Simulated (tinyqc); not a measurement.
What moves the results: strained quantum well: band edges, subbands and transparency. A value that a table varies takes the place of the one given here.

Growth on (001), barriers unstrained: tr(e) = e (2 - nu2), Z = b e (1 + nu2); Ec = Ev + Eg + ac tr(e), E_HH = Ev + av tr(e) + Z, E_LH = Ev + av tr(e) - Z (coupling to the split-off band left out).

Masses along z: me, 1/(g1 - 2 g2) for HH, 1/(g1 + 2 g2) for LH, likewise in the barrier; in the plane me, 1/(g1 + g2) for HH and 1/(g1 - g2) for LH (no mixing, which understates the hole masses away from k = 0). Level n solves k L + 2 atan[(k/m)/(kappa/mb)] = n pi, k = sqrt(m E/c), kappa = sqrt(mb (V - E)/c), c = hbar^2/2m0.

Transparency (Bernard-Duraffourg): Fc - Fv equals the lowest transition energy with n = p, n = sum m/(2 pi c) kB T ln(1 + exp((Fc - E)/kB T)) and p likewise over the listed subbands; c = hbar^2/2m0, 1/angstrom^2 = 1e16/cm^2.

Constants: hbar^2/2m0 = 3.80998211 eV angstrom^2; kB = 8.617333262e-05 eV/K; hc = 1239.841984 eV nm.

Values chosen for the exercise (near those of an InGaAs/AlGaAs well; shifted at random, so the results belong to these values and not to a real crystal):
```
symbol  value                                                    unit      meaning
nu2     0.952                                                              2 C12/C11
Eg      1.116                                                    eV        unstrained gap of the well
Ev      -0.756                                                   eV        its valence edge
ac      -6.73                                                    eV
av      1.13                                                     eV        Ev moves by av tr(e)
b       -1.96                                                    eV        shear potential
Egb     1.67                                                     eV        gap of the barrier
Evb     -0.905                                                   eV        its valence edge
L       92                                                       angstrom  well width
me      0.0569                                                   m0        electron mass
g1      9.71                                                               gamma1
g2      3.41                                                               gamma2
meb     0.084                                                    m0
g1b     6.3
g2b     1.8
T       300                                                      K         temperature
es      (-0.02, -0.014, -0.008, -0.003, 0, 0.003, 0.007, 0.012)            strains
e       -0.0148                                                            strain in the plane
Ls      (25, 35, 50, 65, 85, 110, 150)                           angstrom  widths
```

## Strain as a design knob

Only the strain is changed; the unstrained gap and the masses are kept.

Results:
```
e (%)  wavelength (nm)  top hole  hh1 - lh1 (meV)  n_tr (1e12/cm^2)  share in top
-2.0               990       hh1              162             0.596          0.68
-1.4              1010       hh1              121             0.600          0.66
-0.8              1031       hh1               78             0.619          0.62
-0.3              1050       hh1               42             0.676          0.50
0.0               1061       hh1               21             0.750          0.39
0.3               1074       lh1               -1             0.858          0.58
0.7               1119       lh1              -30             0.761          0.78
1.2               1181       lh1              -67             0.713          0.92
```

What does this show?

n_tr is largest at e = +0.3 % (0.86), where hh1 - lh1 = -1 meV and the top subband holds 58 % of the holes, and smallest, 0.60, at -2.0 and -1.4 %. The top hole level turns from hh to lh, and the light from TE to TM, between 0.0 and +0.3 %. The wavelength runs from 990 to 1181 nm.

## Width of the well

All levels anew.

Results:
```
L (angstrom)  wavelength (nm)  top hole  hh1 - lh1 (meV)  n_tr (1e12/cm^2)  share in top  n_tr/L (1e18/cm^3)
25                        878       hh1              110             0.503          0.95                2.01
35                        918       hh1              122             0.502          0.96                1.43
50                        958       hh1              128             0.516          0.90                1.03
65                        982       hh1              129             0.541          0.82                0.83
85                       1002       hh1              127             0.582          0.70                0.69
110                      1017       hh1              125             0.645          0.58                0.59
150                      1030       hh1              122             0.768          0.46                0.51
```

How do the results move?

The wavelength tunes by 152 nm. The sheet density at transparency changes from 0.50 to 0.77, the top hole subband holding 0.95 and 0.46 of the holes at the ends, while the volume density falls by a factor 3.9. Critical thickness and carrier escape are left out.

## What each parameter does

Edge wavelength, hh1 - lh1 and n_tr. Each row changes one parameter from the base and keeps the others.

Results:
```
case             wavelength (nm)  hh1 - lh1 (meV)  n_tr (1e12/cm^2)
base                      1007.4            126.4             0.599
L = 84 angstrom           1001.7            127.1             0.580
e = -0.0168               1000.6            140.2             0.597
Eg = 1.096 eV             1023.4            126.4             0.599
b = -2.25 eV              1014.3            141.9             0.596
ac = -6.06 eV             1015.7            126.4             0.599
me = 0.0626 m0            1008.9            126.4             0.634
g1 = 10.29                1006.4            125.3             0.574
T = 340 K                 1007.4            126.4             0.704
```

What can be read from the table?

The largest shifts from the base row, up to three for each result and ties (the steps differ in size, so this ranks the rows, not the parameters). wavelength (nm): Eg +16.0, ac +8.3, b +6.9; unchanged at the printed digits by T. hh1 - lh1 (meV): b +15.5, e +13.8, g1 -1.1; unchanged at the printed digits by Eg, ac, me and T. n_tr (1e12/cm^2): T +0.104, me +0.035, g1 -0.025; unchanged at the printed digits by Eg and ac.

(tinyqc, `OMP_NUM_THREADS=1 python tinyqc.py 1280343 1280344 out.jsonl`, Intel(R) Xeon(R) Processor @ 2.30GHz, 1 thread, shared host, about 0.04 s.)
